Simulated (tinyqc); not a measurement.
Scattering of inversion-layer electrons by surface optical phonons of the gate insulator (remote phonon scattering): one step, computed by the program tinyqc.

One subband with the Fang-Howard envelope; insulator and channel are half-spaces, the gate is far away, and an interlayer only moves the polar surface away by t (its own modes and its permittivity contrast are left out).

Task: Surface modes and strengths. eps(w) = eps_inf + (eps_0s - eps_i) w1^2/(w1^2 - w^2) + (eps_i - eps_inf) w2^2/(w2^2 - w^2). Surface modes solve eps(w) + eps_s = 0, a quadratic in w^2; the strength of a mode is g = 2/(w d eps/dw). Occupation N = 1/(exp(hbar w/(k_B T)) - 1).

Inputs (values chosen for the exercise, modelled on HfO2 on In0.53Ga0.47As):
```
quantity                                 value  unit
static constant of the insulator eps_0s   21.4     -
intermediate constant eps_i               6.53     -
optical constant eps_inf                  5.07     -
hbar omega_TO1                            12.4   meV
hbar omega_TO2                            48.5   meV
constant of the channel eps_s             13.9     -
temperature T                              300     K
```

Constants: k_B = 8.617333262e-05 eV/K.

Give: hbar omega_SO; strengths g; occupations N; hbar omega g (2 N + 1).

Result:

hbar omega_SO (meV): 1 16.27, 2 50.43

strengths g: 1 0.02024, 2 0.00414

occupations N: 1 1.141, 2 0.166

hbar omega g (2 N + 1) (meV): 1 1.081, 2 0.278

The lower mode has the larger hbar omega g N, the prefactor of absorption before the dependence on q: 0.376 and 0.0346 meV.
